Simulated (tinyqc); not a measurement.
Inside a calculation: quantum-confined Stark effect in a modulator well. Values are carried at full precision from step to step, so a last printed digit may differ when a step is redone from the rounded ones.

Constants: hbar^2/2m0 = 3.80998211 eV angstrom^2; e^2/(4 pi eps0) = 14.39964547 eV angstrom; hc = 1239.841984 eV nm.

Values chosen for the exercise (near those of a Ge well in SiGe, direct gap; not measured data): L = 98 angstrom (well width); me = 0.0427 m0 (electron, well); mh = 0.208 m0 (heavy hole along z, well); F = 67 kV/cm (field); Vc = 0.353 eV (conduction offset); Vv = 0.117 eV (heavy-hole offset); meb = 0.0568 m0 (electron, barrier); mhb = 0.221 m0 (heavy hole, barrier); Eg = 0.851 eV (gap of the well); mp = 0.067 m0 (heavy hole in the plane); eps = 15.4 (dielectric constant); dE = 12 meV (operating point below the zero-field line); G = 6 meV (half width of the exciton line).

## Estimate for hard walls

Second order: each level moves by -C m (e F)^2 L^4/(2c), C = (15/pi^2 - 1)/(24 pi^2), c = hbar^2/2m0, 1 kV/cm = 1e-5 eV/angstrom. It holds while e F L is no more than about twice 3 c pi^2/(m L^2).

Estimate:
```
carrier     shift (meV)  e F L over the level spacing
electron          -0.51                          0.24
heavy hole        -2.48                          1.16
```

The hole, 4.9 times heavier, carries 83 % of the estimated shift; for hard walls second order errs by about 2 % at a ratio of 1 and 13 % at 3.

## Levels and envelopes

Envelopes on cells of 0.5 angstrom over the well |z| < L/2 and 45 angstrom of barrier on each side, psi = 0 beyond, psi'/m continuous (mean mass between points), c = hbar^2/2m0. The electron sees + e F z and the hole - e F z, each with its offset in the barriers; 1 kV/cm = 1e-5 eV/angstrom. Light holes, band mixing and escape by tunnelling are left out.

Ground levels, squared overlap and separation <z>_h - <z>_e without and with the field.

Results:
```
F (kV/cm)  E_e (meV)  E_h (meV)  overlap^2  separation (angstrom)
0              48.42      11.73      0.996                    0.0
67             46.48       5.37      0.763                   23.5
```

The electron level moves by -1.94 meV (3.8 times the hard-wall estimate, since it leaks into the barriers and sees a wider well) and the hole level by -6.36 meV (2.56 times).

## Exciton

Exciton: in-plane function exp(-rho/lam), 1/mu = 1/me + 1/mp, E(lam) = c/(mu lam^2) - (q/eps) times the integral over k of Fm(k)(1 + (k lam/2)^2)^(-3/2), Fm(k) the double integral of psi_e^2 psi_h^2 exp(-k |z - z'|), q = e^2/(4 pi eps0); binding Eb = -E at the minimum. Line at Eg + E_e + E_h - Eb, strength proportional to overlap^2/lam^2.

Minimise over lam without and with the field.

Results:
```
F (kV/cm)  lam (angstrom)  Eb (meV)  line (eV)      nm  overlap^2/lam^2 (1e-4/angstrom^2)
0                   220.5      4.06     0.9071  1366.8                             0.2048
67                  230.1      3.86     0.8990  1379.2                             0.1442
```

The weaker binding gives back 0.20 meV of the red shift, leaving 8.1 meV; the strength falls to 70 %.

## Contrast at the operating point

With a Gaussian line of half width G, the absorption at E_op = line(0) - dE is proportional to strength x exp(-ln2 ((E_op - line)/G)^2); continuum absorption is left out. Give it at both fields, relative to the zero-field peak.

E_op = 0.8951 eV
wavelength = 1385.2 nm

absorption without and with the field: 0.062  0.52

The field changes the absorption by +0.46 of the zero-field peak. The zero-field tail still absorbs here, since dE is no more than 2G, which costs insertion loss.

## Checks

- Zero-field levels against the matching condition of the square well, meV: largest difference 1.0e-01.
- Slope d(E_e + E_h)/dF against minus the separation (Hellmann-Feynman), angstrom: both -23.5.

Computed by tinyqc, a small Python program: `OMP_NUM_THREADS=1 python tinyqc.py 1280448 1280449 out.jsonl` (the numbers bound the seed that draws the inputs); one thread of a shared host (Intel(R) Xeon(R) Processor @ 2.30GHz), about 0.3 s for the whole set of steps.
